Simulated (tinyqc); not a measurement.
CCSD on RHF in the 3-21g basis, for He, spin multiplicity 1, step by step. One step of it, computed by the program tinyqc.

Problem. CCSD: starting amplitudes. t_ij^ab = <ij||ab> / (e_i + e_j - e_a - e_b), whose energy is MP2.

orbital energies (hartree): MO1 -0.903572, MO2 2.081703

Two-electron integrals over orbitals (pq|rs), unique and non-zero (hartree):
```
p,q,r,s,(pq|rs)
1,1,1,1,1.028537
2,1,1,1,0.319236
2,1,2,1,0.261994
2,2,1,1,0.982016
2,2,2,1,0.343809
2,2,2,2,0.998335
```

Give: Starting amplitudes; correlation energy.

Solution.

Starting amplitudes (spin orbitals 1a, 1b, ...; amplitudes related by a flip of all spins are not repeated):
```
from,to,t
1a 1b,2a 2b,-0.044
```

correlation energy = -0.01150 hartree
